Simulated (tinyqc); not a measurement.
Avalanche multiplication and breakdown of a junction from ionisation integrals: one step, computed by the program tinyqc. Command: `OMP_NUM_THREADS=1 python tinyqc.py 3005276 3005277 out.jsonl impact walk`. One thread of a shared host (Intel(R) Xeon(R) Processor @ 2.30GHz), about 0.01 s of CPU time with the checks.

Ionisation coefficients follow the local field. Position x runs through the depletion layer from the p side (x = 0), where electrons enter, to the n side (x = w), where holes enter. The built-in voltage is neglected.

Task: Multiplication and noise. M_n = 1/(1 - I_n), M_p = M_n exp(-Phi(w)); McIntyre excess noise for the carrier with the larger M, F_x = k M + (1 - k)(2 - 1/M), with k = (smaller M - 1)/(larger M - 1).

Junction: punch-through p+ n- n+.

Every 50th point:

| x (micrometre) | F (MV/cm) | alpha_n (1/cm) | alpha_p (1/cm) | Phi | I_n up to x |
|---|---|---|---|---|---|
| 0.00000 | 0.4971536 | 63931.88 | 22403.11 | 0.0000000 | 0.0000000 |
| 0.01375 | 0.4918371 | 62271.87 | 21412.52 | 0.0566436 | 0.0843566 |
| 0.02750 | 0.4865207 | 60620.11 | 20445.51 | 0.1123562 | 0.1620117 |
| 0.04125 | 0.4812043 | 58977.11 | 19502.24 | 0.1671169 | 0.2335231 |
| 0.05500 | 0.4758879 | 57343.43 | 18582.88 | 0.2209054 | 0.2994006 |
| 0.06875 | 0.4705715 | 55719.62 | 17687.54 | 0.2737019 | 0.3601096 |
| 0.08250 | 0.4652551 | 54106.26 | 16816.36 | 0.3254873 | 0.4160757 |
| 0.09625 | 0.4599387 | 52503.94 | 15969.42 | 0.3762431 | 0.4676875 |
| 0.11000 | 0.4546223 | 50913.27 | 15146.82 | 0.4259514 | 0.5153004 |

Give: M_n; M_p; effective k; excess noise factor.

Result:

M_n = 2.0631

M_p = 1.3475

effective k = 0.32689

excess noise factor = 1.6944

Injecting electrons gives the larger gain and, at equal gain, the lower noise. Caution: in a layer this thin the dead space before a carrier can ionise, and tunnelling, make the local model unreliable.
